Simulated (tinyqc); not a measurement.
# A finite superlattice with mass mismatch, transfer matrices: what changes with what

One electron of energy E comes from the left lead (band edge 0); no transverse momentum. Parabolic bands, masses in units of m0, C = hbar^2/(2 m0); psi and psi'/m are continuous at every interface. N periods of a barrier d1 followed by a well Lw; the right lead equals the left one.

Inputs (values chosen for the exercise); masses and offsets of a made-up heterostructure: mass in the left lead mL = 0.048 m0; barrier height U1 = 1.5 eV; barrier mass m1 = 0.11 m0; barrier width d1 = 0.7 nm; well width (edge 0, mass mL) Lw = 3.3 nm; electron energy E = 0.389 eV.

Constants: q = 1.602176634e-19 C, hbar = 1.054571817e-34 J s, m0 = 9.1093837015e-31 kg, hbar^2/(2 m0) = 0.0380998212 eV nm^2. Results are converted to the units shown.

Each table varies one quantity; the others keep the values above.

## Transmission against the number of periods

For the pair (psi, psi'/m) a flat layer has M = [[cos kd, (m/k) sin kd], [-(k/m) sin kd, cos kd]] with k = sqrt(m (E - U)/C) above its edge U, and M = [[cosh Kd, (m/K) sinh Kd], [(K/m) sinh Kd, cosh Kd]] with K = sqrt(m (U - E)/C) below it. The matrices are multiplied with later layers to the left. With M acting on (psi, psi'/m) and v = k/m in each lead, T(E) = 4 vL vR/[(vL vR M12 - M21)^2 + (vR M11 + vL M22)^2]. x = (M11 + M22)/2 of one period. For |x| < 1 the energy lies in a miniband and cos(th) = x; for |x| > 1 it lies in a gap and cosh(g) = |x|. M^N = U_(N-1)(x) M - U_(N-2)(x) 1, with U_n = sin((n + 1) th)/sin th in a band and sign(x)^n sinh((n + 1) g)/sinh g in a gap.

Results:
```
N	T(E)	1/T(E) - 1
1	0.2762	2.620
2	0.06780	13.75
3	0.02072	47.27
4	0.006850	145.0
6	7.976e-4	1253
8	9.443e-5	1.059e4
10	1.120e-5	8.927e4
12	1.329e-6	7.523e5
16	1.872e-8	5.343e7
```

Estimate the missing row, N = 5.

Computed row:
```
N	T(E)	1/T(E) - 1
5	0.002327	428.8
```

With this row back in the table: Here x = -1.145. The energy lies in a gap with g = 0.533: T(E) falls from 0.276 to 1.87e-8, over the last four periods by 1.07 in ln T(E) a period, against 2 g = 1.07. In every row a layer is thinner than 0.8 nm, a few atomic planes, where an effective mass is a rough description.

## Lowest miniband against Lw

With x(E) = (M11 + M22)/2 of one period, the lowest miniband of the infinite superlattice runs from x = 1 to x = -1, and the mass at its bottom is -2 C (dx/dE)/(d1 + Lw)^2.

Result of one run:
```
Lw (nm)	bottom (eV)	top (eV)	width (meV)	mass at the bottom (m0)
5.2	0.1085	0.1829	74.37	0.08032
```

What becomes of these results when the well width (edge 0, mass mL) Lw is changed from 5.2 to 1.6 nm, all else the same?

Result of the changed run:
```
Lw (nm)	bottom (eV)	top (eV)	width (meV)	mass at the bottom (m0)
1.6	0.3862	0.9578	571.6	0.07772
```

The whole series:
```
Lw (nm)	bottom (eV)	top (eV)	width (meV)	mass at the bottom (m0)
1.6	0.3862	0.9578	571.6	0.07772
2.4	0.2638	0.5725	308.8	0.07628
3.1	0.2012	0.4013	200.0	0.07643
3.8	0.1596	0.2976	138.0	0.07730
4.5	0.1302	0.2297	99.56	0.07864
5.2	0.1085	0.1829	74.37	0.08032
5.9	0.09196	0.1491	57.09	0.08223
6.6	0.07903	0.1239	44.82	0.08433
```

The width falls from 572 to 44.8 meV, the bottom falls from 0.386 to 0.0790 eV, and the mass at the bottom goes from 0.0777 through a minimum of 0.0763 (at Lw = 2.4 nm among the rows listed) to 0.0843 m0 (well mass 0.048). In every row a layer is thinner than 0.8 nm, a few atomic planes, where an effective mass is a rough description.

Range of the model: Masses are held fixed, although real bands cease to be parabolic a few tenths of an eV from their edges (inside a barrier too).

tinyqc, about 0.01 s, one thread, Intel Xeon 2.30GHz (shared host): `OMP_NUM_THREADS=1 python tinyqc.py 2560015 2560016 out.jsonl`
